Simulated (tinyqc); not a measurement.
## Absorption coefficient and reflectance from two thicknesses

Inverse problem. With transparent contact layers the responsivity is (1 - Rf)(1 - exp(-al wi)) q lam/(h c). The second absorber is twice as thick as the first. Find al and Rf.

Parameters, values chosen for the exercise:
```
symbol,value,unit,meaning
lam,1310,nm,wavelength
```

Constants: q = 1.602176634e-19 C, h = 6.62607015e-34 J s, c = 299792458 m/s. Results are converted to the units shown.

responsivity for wi = 0.21 and 0.42 um (A/W): 0.21182413  0.37646333

Answer. The ratio of the responsivities is 1 + exp(-al w1), which gives al; either value then gives 1 - Rf.

al = 1.200e4 1/cm
Rf = 0.1000

Program tinyqc, `OMP_NUM_THREADS=1 python tinyqc.py 2250014 2250015 out.jsonl`; Intel Xeon 2.30GHz, shared host, one thread, about 0.01 s.
